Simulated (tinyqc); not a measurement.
Interface traps by the conductance method, a continuum of levels: one step of the calculation.

MOS capacitor on an n-type substrate; psi is the band bending, negative in depletion; only majority carriers are counted. The traps exchange electrons with the conduction band; their admittance lies in parallel with Cd, and that pair in series with Cox and Rs. w = 2 pi f.

Task. Parallel conductance and capacitance. With x = w tau: Gp/w = Cit ln(1 + x^2)/(2 x), Cp = Cd + Cit arctan(x)/x.

Inputs (values chosen for the exercise): signal frequency f = 4.4e5 Hz.

Cd = 310.92504 nF/cm^2
tau = 3.0190749e-7 s
Cit = 416.56592 nF/cm^2

Find: x; Gp/w; Cp.

Result.

x = 0.8347
Gp/w = 131.9 nF/cm^2
Cp = 658.0 nF/cm^2

The peak of Gp/w lies at x = 1.98 with the height 0.402 Cit; this frequency gives 0.317 Cit.

Computed by the program tinyqc: `OMP_NUM_THREADS=1 python tinyqc.py 2030136 2030137 out.jsonl`, one thread of a shared Intel Xeon 2.30GHz, about 0.01 s for the whole run.
